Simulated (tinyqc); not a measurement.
Comparisons within one model: nanosheet or nanowire with hard walls, valleys of the Si type. A value that a table varies takes the place of the one given here.

Six ellipsoidal valleys along the cube axes: inverse mass tensor w = 1/mt + (1/ml - 1/mt) a a^T with a the unit axis. Device axes: x along the channel, z = [001], y = z x x.

Hard walls around a W x H rectangle. The block w_c of w in (y, z) confines; the transport mass follows from 1/m_x = w_xx - w_xc w_c^-1 w_cx. The cross-section problem c (w_yy ky^2 + 2 w_yz ky kz + w_zz kz^2), c = hbar^2/2m0, is solved in products sin(n pi y/W) sin(l pi z/H), n, l = 1 to 12; if w_yz = 0 the levels are c pi^2 (w_yy n^2/W^2 + w_zz l^2/H^2). The w_yz term couples (n, l) to (n', l') by -2 c w_yz D_nn'(W) D_ll'(H) with D_nm(L) = 4 n m/(L (n^2 - m^2)) for n + m odd and 0 otherwise.

Without degeneracy the line density is N1 exp((EF - Ec)/kB T) with N1 = sum 2 g sqrt(m_x kB T/(4 pi c)) exp(-E/kB T), here over n, l up to 80 where w_yz = 0 and over all levels of a 12 x 12 sine basis otherwise; the classical value is W H Nc with Nc = 2 g_all (m_dos kB T/(4 pi c))^(3/2), m_dos = (ml mt^2)^(1/3); dVt = kB T ln(W H Nc/N1).

Constants: hbar^2/2m0 = 3.80998211 eV angstrom^2; kB = 8.617333262e-05 eV/K.

Parameters, chosen for this exercise (near those of Si; shifted at random, so the results belong to these values and not to a real crystal):
- ml = 0.902 m0 (longitudinal mass)
- mt = 0.19 m0 (transverse mass)
- T = 77 K (temperature)
- g_all = 6 (number of valleys)
- channel = 110 (transport direction x on a (001) wafer)
- H = 44 angstrom (height, along z = [001])
- Ws = (30, 40, 60, 90, 140, 220, 350) angstrom (widths)
- W = 115 angstrom (width, along y)

## From wire to sheet

Valleys:
```
group  valleys g     w_yy     w_zz   |w_yz|  m_x (m0)
A              2  5.26316  1.10865  0.00000   0.19000
B              4  3.18590  5.26316  0.00000   0.54600
```

Lowest level of each group (groups ordered by w_zz, then w_yy) and dVt against the width.

Results:
```
W (angstrom)  A1 (eV)  B1 (eV)  dVt (mV)
30             0.2414   0.2353     216.7
40             0.1452   0.1771     137.1
60             0.0765   0.1355      71.3
90             0.0460   0.1170      43.4
140            0.0316   0.1083      31.9
220            0.0256   0.1047      28.0
350            0.0231   0.1032      26.3
```

dVt falls from 217 to 26 mV. The lowest group changes from B to A between W = 30 and 40 angstrom (H = 44). At the widest W the lowest level is 0.0231 eV; the film limit c pi^2 w_zz/H^2 of that group is 0.0215 eV.

## Channel direction

The same rectangle along [100] and [110]; groups ordered by w_zz, then w_yy.

Lowest level of each group:
```
channel, group  valleys g   w_yy   w_zz  |w_yz|  m_x (m0)  E (eV)
[100] A                 2  5.263  1.109   0.000     0.190  0.0365
[100] B                 2  1.109  5.263   0.000     0.190  0.1054
[100] C                 2  5.263  5.263   0.000     0.902  0.1172
[110] A                 2  5.263  1.109   0.000     0.190  0.0365
[110] B                 4  3.186  5.263   0.000     0.546  0.1113
```

The lowest subband has m_x = 0.190 m0 and 2 valleys along [100], and 0.190 m0 and 2 valleys along [110]; its edge lies at 0.0365 and 0.0365 eV. These valleys have their axis along z, so turning the channel in the wafer plane leaves them alone; only the higher groups change.

## What each parameter does

E1 and E2 are the two lowest subband edges over all groups. Each row changes one parameter from the base and keeps the others.

Results:
```
case              E1 (eV)  E2 - E1 (meV)  m_x of lowest (m0)  dVt (mV)
base               0.0365           44.9               0.190      35.6
W = 130 angstrom   0.0332           35.1               0.190      33.1
H = 38 angstrom    0.0438           44.9               0.190      41.9
T = 127 K          0.0365           44.9               0.190      40.2
ml = 0.992 m0      0.0345           44.9               0.190      33.9
mt = 0.209 m0      0.0351           40.8               0.209      34.5
```

The largest shifts from the base row, up to three for each result and ties (the steps differ in size, so this ranks the rows, not the parameters). E1 (eV): H +0.0073, W -0.0033, ml -0.0020; unchanged at the printed digits by T. E2 - E1 (meV): W -9.8, mt -4.1; unchanged at the printed digits by H, T and ml. m_x of lowest (m0): mt +0.019; unchanged at the printed digits by W, H, T and ml. dVt (mV): H +6.4, T +4.6, W -2.5.

Program tinyqc; command `OMP_NUM_THREADS=1 python tinyqc.py 1281409 1281410 out.jsonl`; about 0.02 s on one thread of a shared Intel(R) Xeon(R) Processor @ 2.30GHz.
